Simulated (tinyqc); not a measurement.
## Inductance and parasitic capacitance from two readings

Inverse problem. A loss-free coil L in parallel with C shows the apparent inductance L/(1 - w^2 L C), w = 2 pi f. Find L, C and the self-resonance 1/(2 pi sqrt(L C)).

apparent inductance at 3.8 and 7.3 GHz (nH): [1.4125924, 2.6990826]

Answer. The inverse of the reading is 1/L - w^2 C, a straight line in w^2.

L = 1.200 nH
C = 220.0 fF
self-resonance = 9.795 GHz

Computed by the program tinyqc: `OMP_NUM_THREADS=1 python tinyqc.py 2302009 2302010 out.jsonl`, one thread of a shared Intel Xeon 2.30GHz, about 0.01 s for the whole run.
